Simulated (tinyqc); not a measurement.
Eight-band Kane k.p model: one step. Derived values. Two cases, with inputs chosen for the exercise.

Task: P = sqrt(Ep c); A = 1/me - Ep (Eg + 2 Dso/3)/(Eg (Eg + Dso)) keeps the electron mass; g1' = g1 - Ep/(3 Eg), g2' = g2 - Ep/(6 Eg), g3' = g3 - Ep/(6 Eg) remove the coupling to S that the Luttinger values already hold; L = -c (g1' + 4 g2'), M = -c (g1' - 2 g2'), N = -6 c g3'. c = hbar^2/2m0.

Constants: hbar^2/2m0 = 3.80998211 eV angstrom^2.

Case 1.

Values chosen (near those of InP; not measured data): Eg = 1.427 eV (gap at Gamma to the s-like level); Dso = 0.103 eV (spin-orbit splitting); Ep = 21 eV (Kane energy); me = 0.0792 m0 (electron mass at Gamma); g1 = 5.14 (Luttinger gamma1); g2 = 1.62 (gamma2); g3 = 2.11 (gamma3).

Case 2.

Values chosen (near those of InSb; not measured data): Eg = 0.234 eV (gap at Gamma to the s-like level); Dso = 0.815 eV (spin-orbit splitting); Ep = 23.3 eV (Kane energy); me = 0.0134 m0 (electron mass at Gamma); g1 = 34.76 (Luttinger gamma1); g2 = 15.52 (gamma2); g3 = 16.51 (gamma3).

Give: P; A; g1', g2', g3'; L, M, N.

Result:

Case 1.

P = 8.9448 eV angstrom
A = -1.7597

g1', g2', g3': [0.2346, -0.8327, -0.3427]

L, M, N (eV angstrom^2): [11.7964, -7.2390, 7.8340]

The coupling to the valence bands supplies 14.39, against 1/me = 12.63; A makes up the difference. The diagonal terms in A and L bend towards the gap, so the set should be tested for spurious states at large k.

Case 2.

P = 9.4219 eV angstrom
A = 0.8412

g1', g2', g3': [1.5691, -1.0754, -0.0854]

L, M, N (eV angstrom^2): [10.4113, -14.1731, 1.9532]

The coupling to the valence bands supplies 73.79, against 1/me = 74.63; A makes up the difference. The diagonal term in L bends towards the gap, so the set should be tested for spurious states at large k.

Computed by tinyqc, one run a case: `OMP_NUM_THREADS=1 python tinyqc.py N N+1 out.jsonl` with N = 1051302, 1051348; one thread of a shared Intel(R) Xeon(R) Processor @ 2.30GHz, about 0.07 s a run at most.
